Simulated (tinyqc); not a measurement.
Comparisons within one model: configuration-coordinate model of carrier capture at a defect. A value that a table varies takes the place of the one given here.

Two parabolas of equal curvature k in one coordinate Q: with the carrier free at the band edge, U_f = k Q^2/2; with the carrier trapped, U_t = k (Q - dQ)^2/2 - ET. ER = k dQ^2/2, Huang-Rhys factor S = ER/hw, hw = 0.0646541 sqrt(k/M) eV for k in eV/angstrom^2 and M in u. The curves cross at a height Eb = (ER - ET)^2/(4 ER) above the free minimum.

Multiphonon factor for giving p = ET/hw phonons to the lattice: W = exp(-S (2 nb + 1)) ((nb + 1)/nb)^(p/2) I_p(x), nb = 1/(exp(hw/kT) - 1), x = 2 S sqrt(nb (nb + 1)), I_p the modified Bessel function. Classical limit: W = hw exp(-Eb/kT)/sqrt(4 pi ER kT). At T = 0: exp(-S) S^p/Gamma(p + 1).

Constants: kB = 8.617333262e-05 eV/K.

Parameters, chosen for this exercise (of the size met at an oxide trap near a Si / SiO2 interface; shifted at random, so the results belong to these values and not to a real crystal):

| symbol | value | unit | meaning |
|---|---|---|---|
| ET | 0.35 | eV | thermal depth of the level below the band edge |
| ER | 0.58 | eV | relaxation energy |
| hw | 0.049 | eV | phonon energy of the mode |
| T | 350 | K | temperature |

## Capture against temperature

The local activation energy is -d ln W/d(1/kT), by central differences with T changed by 1 %.

Against T:

| T (K) | kT/hw | log10 W | log10 W, classical | activation energy (eV) |
|---|---|---|---|---|
| 40 | 0.070 | -1.303 | -3.383 | 0.0000 |
| 60 | 0.106 | -1.303 | -2.513 | 0.0000 |
| 80 | 0.141 | -1.303 | -2.097 | 0.0000 |
| 120 | 0.211 | -1.300 | -1.706 | 0.0003 |
| 160 | 0.281 | -1.295 | -1.529 | 0.0008 |
| 220 | 0.387 | -1.285 | -1.402 | 0.0016 |
| 300 | 0.528 | -1.275 | -1.330 | 0.0016 |
| 400 | 0.703 | -1.270 | -1.297 | 0.0001 |
| 550 | 0.967 | -1.276 | -1.288 | -0.0042 |

log10 W at T = 0 = -1.303
Eb = 0.0228 eV

How do the results move?

At 40 K log10 W is -1.30, against -1.30 at T = 0 and -3.4 classically; at 550 K the two forms differ by +0.01. The activation energy read from an Arrhenius plot goes from 0.000 eV at 40 K to -0.004 at 550 K, with its largest value 0.002 at 300 K, against Eb = 0.023 eV; the classical form itself gives Eb - kT/2. With so low a barrier the slope says little about it.

## Capture against depth of the level

ET is varied at fixed ER, hw and T, as by moving the band edge with alloying or pressure.

Against ET:

| ET/ER | ET (eV) | Eb (eV) | log10 W | log10 W, classical |
|---|---|---|---|---|
| 0.10 | 0.058 | 0.1174 | -2.540 | -2.672 |
| 0.25 | 0.145 | 0.0816 | -2.040 | -2.155 |
| 0.50 | 0.290 | 0.0362 | -1.439 | -1.503 |
| 0.75 | 0.435 | 0.0091 | -1.109 | -1.111 |
| 1.00 | 0.580 | 0.0000 | -1.022 | -0.981 |
| 1.25 | 0.725 | 0.0091 | -1.151 | -1.111 |
| 1.50 | 0.870 | 0.0362 | -1.472 | -1.503 |
| 2.00 | 1.160 | 0.1450 | -2.610 | -3.069 |
| 3.00 | 1.740 | 0.5800 | -6.474 | -9.332 |

How do the results move?

Capture is fastest at ET/ER = 1 among these rows, where the barrier vanishes or nearly so. The classical form is symmetric about ET = ER; the quantum one gives -1.44 at 0.5 and -1.47 at 1.5, against -1.50 for both. At ET = 3 ER it lies 2.9 decades above the classical value: deep levels capture by emitting many phonons, and the rate falls with depth by 6.7 decades per eV between the last two rows. Rows deeper than the gap of the host are formal.

## Phonon side bands at T = 0

Weights exp(-S) S^j/j! of the line with j phonons, S = ER/hw; absorption at ET + j hw, emission at ET - j hw (a dash if negative).

Lines:

| j | weight | absorption (eV) | emission (eV) |
|---|---|---|---|
| 0 | 0.00001 | 0.350 | 0.350 |
| 1 | 0.00009 | 0.399 | 0.301 |
| 2 | 0.00051 | 0.448 | 0.252 |
| 3 | 0.00200 | 0.497 | 0.203 |
| 4 | 0.00592 | 0.546 | 0.154 |
| 5 | 0.01401 | 0.595 | 0.105 |
| 6 | 0.02763 | 0.644 | 0.056 |
| 7 | 0.04673 | 0.693 | 0.007 |
| 8 | 0.06914 | 0.742 | - |
| 9 | 0.09093 | 0.791 | - |
| 10 | 0.10763 | 0.840 | - |
| 11 | 0.11582 | 0.889 | - |
| 12 | 0.11424 | 0.938 | - |
| 13 | 0.10402 | 0.987 | - |

What can be read from the table?

The zero-phonon line holds 0.000723 % of the band and the largest weight falls on j = 11, next to S = 11.84; the lines listed add to 0.6986.

## What each parameter does

Eb, log10 W and the full width 2.35482 sqrt(ER hw coth(hw/2kT)). Each row changes one parameter from the base and keeps the others.

Results:

| case | Eb (eV) | log10 W | full width (eV) |
|---|---|---|---|
| base | 0.0228 | -1.271 | 0.4847 |
| ET = 0.39 eV | 0.0156 | -1.184 | 0.4847 |
| ER = 0.63 eV | 0.0311 | -1.393 | 0.5051 |
| hw = 0.0588 eV | 0.0228 | -1.181 | 0.5019 |
| T = 380 K | 0.0228 | -1.270 | 0.4985 |

What does this show?

The largest shifts from the base row, up to three for each result and ties (the steps differ in size, so this ranks the rows, not the parameters). Eb (eV): ER +0.0083, ET -0.0072; unchanged at the printed digits by hw and T. log10 W: ER -0.122, hw +0.090, ET +0.087. full width (eV): ER +0.0205, hw +0.0172, T +0.0139; unchanged at the printed digits by ET.

(tinyqc, `OMP_NUM_THREADS=1 python tinyqc.py 1452330 1452331 out.jsonl`, Intel(R) Xeon(R) Processor @ 2.30GHz, 1 thread, shared host, about 0.01 s.)
